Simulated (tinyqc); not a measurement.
Worked calculation: Luttinger-Kohn k.p, four valence bands. One step of it, computed by the program tinyqc.

Question. Bloch Hamiltonian at k. P = c g1 k^2, Q = c g2 (kx^2 + ky^2 - 2 kz^2), R = c sqrt3 [-g2 (kx^2 - ky^2) + 2i g3 kx ky], S = 2 c sqrt3 g3 (kx - i ky) kz, c = hbar^2/2m = 3.809982 eV angstrom^2; rows [P+Q, -S, R, 0], [-S*, P-Q, 0, R], [R*, 0, P-Q, S], [0, R*, S*, P+Q]. The path ends lie at |k| = 0.03 1/angstrom.

Luttinger parameters chosen for this model; energies are counted downward from the top of the valence band:
```
parameter     value  unit
g1         3.790000
g2         0.620000
g3         0.990000
```

k point k (1/angstrom): [-0.001000, 0.023000, 0.020000]

Give: H(k) at k.

Answer.

H(k) at k (eV), order 3/2, 1/2, -1/2, -3/2:
$$\begin{pmatrix}
0.0128 & 0.0003+0.0060i & 0.0022-0.0003i & 0.0000 \\
0.0003-0.0060i & 0.0141 & 0.0000 & 0.0022-0.0003i \\
0.0022+0.0003i & 0.0000 & 0.0141 & -0.0003-0.0060i \\
0.0000 & 0.0022+0.0003i & -0.0003+0.0060i & 0.0128
\end{pmatrix}$$
